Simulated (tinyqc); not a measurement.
Shrinking the pitch: stress in a transistor channel from embedded alloy regions, liners and fins, by half-space elasticity. Computed by tinyqc, a small Python program. Command: `OMP_NUM_THREADS=1 python tinyqc.py 3023658 3023659 out.jsonl stressor walk`. One thread of a shared host (Intel(R) Xeon(R) Processor @ 2.30GHz), about 0.01 s of CPU time with the checks.

Plane strain in an isotropic half-space, the same constants everywhere; x along the channel from its centre, y downwards from the free surface; stress is positive in tension.

Inputs (values chosen for the exercise, modelled on silicon): alloy fraction x = 0.38; lattice change per unit x, beta = 0.0424; Young's modulus E = 172 GPa; Poisson ratio nu = 0.26; channel length L = 114 nm; length of each stressor S = 150 nm; recess depth d = 25 nm; depth of the field point y = 5.4 nm.

Stressor: Si(1-x)Ge(x) source and drain.

Method:
- Misfit e = beta x. A fully constrained inclusion holds the stress -p with p = E e/(1 - 2 nu); a blanket film would hold -E e/(1 - nu) in the plane.
- A line element dA of misfit at (a, c) in the half-space gives, with C = E e/(2 pi (1 - nu)), X = x - a, r1^2 = X^2 + (y - c)^2, r2^2 = X^2 + Y^2, Y = y + c: s_xx = -C dA {[X^2 - (y - c)^2]/r1^4 + 3 [X^2 - Y^2]/r2^4 + 4 y Y (Y^2 - 3 X^2)/r2^6}, s_yy = C dA {[X^2 - (y - c)^2]/r1^4 - [X^2 - Y^2]/r2^4 + 4 y Y (Y^2 - 3 X^2)/r2^6}. These are integrated over two rectangles, L/2 < |a| < L/2 + S, 0 < c < d (closed form in a, 200 Gauss-Legendre points in c).
- L and S are scaled together at fixed d, then S alone, then L alone.

misfit e = 0.016112

S_xx at the centre (MPa):
```
scale  L and S scaled  S alone  L alone
0.35          -1896.3   -819.8  -2737.1
0.50          -1860.0   -990.8  -2311.4
0.70          -1631.8  -1148.9  -1818.4
1.00          -1303.2  -1303.2  -1303.2
1.40           -998.6  -1429.8   -893.1
2.00           -727.6  -1540.9   -565.9
3.00           -496.0  -1639.0   -317.8
```

What does the comparison show, and why?

Halving S alone keeps 0.76 of the stress, halving L alone gives 1.77, and halving both 1.43: a shorter channel brings the walls closer, a shorter stressor brings its far wall, which pulls the other way, closer too. Neighbouring devices are left out.
